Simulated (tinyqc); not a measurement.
# Minority carriers and saturation current of a heavily doped emitter: effect of the contact

n-type, parabolic bands, full ionisation. eta = (EF - Ec)/kB T solves N = Nc F12(eta), F12(x) = (2/sqrt(pi)) int_0^infinity sqrt(u)/(1 + exp(u - x)) du. The gap shrinks rigidly by dEg = a3 y^(1/3) + a4 y^(1/4) + a2 y^(1/2), y = N/1e18 cm^-3, an empirical law that is here taken as the true narrowing.

ni = sqrt(Nc Nv) exp(-Eg/(2 Vt)), Eg in volts; degeneracy factor g = F12(eta) exp(-eta); nie^2 = ni^2 exp(dEg/kB T) g, p0 = nie^2/N; apparent narrowing dEg + kB T ln g. 1/tau = Cn N^2 + 1/ts, D = mup Vt, L = sqrt(D tau); J0 = (q p0 D/L)(s + tanh(W/L))/(1 + s tanh(W/L)), s = S L/D; the share recombining inside is 1 - 1/[cosh(W/L)(1 + tanh(W/L)/s)].

Parameters, values chosen for the exercise; band and dielectric values close to those of silicon: temperature T = 250 K; band gap Eg = 1.13 eV; conduction-band density of states at 250 K Nc = 2.13e19 cm^-3; valence-band density of states at 250 K Nv = 1.98e19 cm^-3; ionised donor density N = 8.9e19 cm^-3; coefficient of (N/1e18)^(1/3) a3 = 8.2 meV; coefficient of (N/1e18)^(1/4) a4 = 11.3 meV; coefficient of (N/1e18)^(1/2) a2 = 3.2 meV; minority-hole mobility mup = 200 cm^2/(V s); Auger coefficient Cn = 3.1e-31 cm^6/s; defect lifetime ts = 0.51 us; emitter width W = 130 nm.

Constants: q = 1.602176634e-19 C, kB = 1.380649e-23 J/K, Vt = kB T/q. Results are converted to the units shown.

Results:
```
S (cm/s)	J0 (fA/cm^2)	share inside (%)
80	0.010726	99.754
340	0.010808	98.964
1500	0.011171	95.593
6200	0.012616	84.088
26000	0.018298	56.468
4.8e5	0.073486	10.411
2.1e6	0.10316	6.0187
8.8e6	0.11420	4.9676
```

Estimate the missing row, S = 1.1e5 cm/s.

Computed row:
```
S (cm/s)	J0 (fA/cm^2)	share inside (%)
1.1e5	0.036867	25.579
```

With this row back in the table: J0 rises from 0.0107 to 0.114 fA/cm^2, between the limits q p0 (D/L) tanh(W/L) = 0.0107 and q p0 (D/L) coth(W/L) = 0.118; W/L = 0.31, so passivating the contact can gain at most a factor of 11.0.

Range of the model: Band tails, non-parabolic bands and incomplete ionisation are left out.

Numbers from tinyqc (`OMP_NUM_THREADS=1 python tinyqc.py 2330139 2330140 out.jsonl`; about 0.01 s on one thread of a shared Intel Xeon 2.30GHz).
